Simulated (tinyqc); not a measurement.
Doping the contact: Schottky barrier with interface states (Cowley-Sze model), image lowering and contact resistance. Computed by tinyqc, a small Python program. Command: `OMP_NUM_THREADS=1 python tinyqc.py 3007329 3007330 out.jsonl pinning walk`. One thread of a shared host (Intel(R) Xeon(R) Processor @ 2.30GHz), about 0.01 s of CPU time with the checks.

An n-type semiconductor under a metal. The barrier lies between the Schottky-Mott limit phi_M - chi and the Bardeen limit E_g - E_n, E_n being the neutrality level of the interface states; the space-charge term of the full Cowley-Sze expression is left out.

Inputs (values chosen for the exercise, with gap, mass and screening modelled on silicon):
```
quantity                                       value         unit
gap E_g                                         1.11           eV
electron affinity chi                           3.96           eV
metal work function phi_M                       4.25           eV
neutrality level E_n above the valence band    0.505           eV
interface-state density D                    3.8e+12  cm^-2 eV^-1
dipole layer thickness delta                    0.39           nm
dipole layer constant eps_i                        1            -
dielectric constant eps_s                       11.5            -
electron mass m_e                              0.327          m_0
valleys M_c                                        6            -
temperature T                                    200            K
```

Pinning factor from: interface states.

Constants: e = 1.602176634e-19 C; eps_0 = 8.8541878128e-12 F/m; k_B = 8.617333262e-05 eV/K; hbar = 1.054571817e-34 J s; m_0 = 9.1093837015e-31 kg; k_B = 1.380649e-23 J/K; h = 6.62607015e-34 J s.

Method:
- S = 1/(1 + e^2 D delta/(eps_i eps_0)); for D per eV, e^2 D is the number e x D in SI units, with 1 cm^-2 = 1e4 m^-2.
- phi_B = S (phi_M - chi) + (1 - S)(E_g - E_n); the hole barrier is E_g - phi_B.
- A* = 4 pi e m_e M_c k_B^2/h^3 (a simple valley count); J_s = A* T^2 exp(-phi/k_B T).
- E_00 = (e hbar/2) sqrt(N/(m_e eps_s eps_0)), E_0 = E_00 coth(E_00/k_B T); scaling form of the contact resistivity rho_c = (k_B/(e A* T)) exp(phi_B/E_0), which is the thermionic result when E_00 << k_B T and keeps only the leading exponential of tunnelling when E_00 >> k_B T; image lowering is left out of it.
- Regimes: thermionic below E_00/k_B T = 0.5, field emission above 5.

barrier phi_B = 0.356611 eV

Against doping:
```
N (cm^-3)  1e10/sqrt(N)  E_00/k_B T  rho_c (ohm cm^2)                     regime
1.00e+16     1.0000e+02  5.5552e-02        1.7330e+00        thermionic emission
1.00e+17     3.1623e+01  1.7567e-01        1.4345e+00        thermionic emission
1.00e+18     1.0000e+01  5.5552e-01        2.6612e-01  thermionic-field emission
3.00e+18     5.7735e+00  9.6219e-01        1.6671e-02  thermionic-field emission
1.00e+19     3.1623e+00  1.7567e+00        1.2055e-04  thermionic-field emission
3.00e+19     1.8257e+00  3.0427e+00        1.5913e-06  thermionic-field emission
1.00e+20     1.0000e+00  5.5552e+00        7.5753e-08             field emission
3.00e+20     5.7735e-01  9.6219e+00        1.5695e-08             field emission
1.00e+21     3.1623e-01  1.7567e+01        5.9343e-09             field emission
```

Over the thermionic rows rho_c changes by a factor 1.2 only, and then it falls fast, by 8.5 decades in all; in field emission ln rho_c is linear in 1/sqrt(N). It passes below 1e-7 ohm cm^2 at N = 1e20 cm^-3 of those listed.
